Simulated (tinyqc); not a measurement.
Single-photon avalanche diode, trigger probability and counting: one step of the calculation.

A multiplication layer of width W with the uniform field V/W; alpha = an exp(-bn/E) for electrons, beta = ap exp(-bp/E) for holes (local model, no dead space). a = alpha W, b = beta W. Electrons enter at x = 0, holes at x = W. P0 is the probability that an electron entering at 0 starts a lasting avalanche, PW the same for a hole entering at W.

Task. Trigger probability by substitution. PW = 1 - (1 - P0)^(b/a); P0(new) = PW/(PW + (1 - PW) exp(b - a)).

P0 after iteration 1 = 0.74644802
a = 3.6537322
b = 0.93799791

Find: PW; P0 after iteration 2.

Result.

PW = 0.2969
P0 after iteration 2 = 0.8646

Computed by the program tinyqc: `OMP_NUM_THREADS=1 python tinyqc.py 2630020 2630021 out.jsonl`, one thread of a shared Intel Xeon 2.30GHz, about 0.01 s for the whole run.
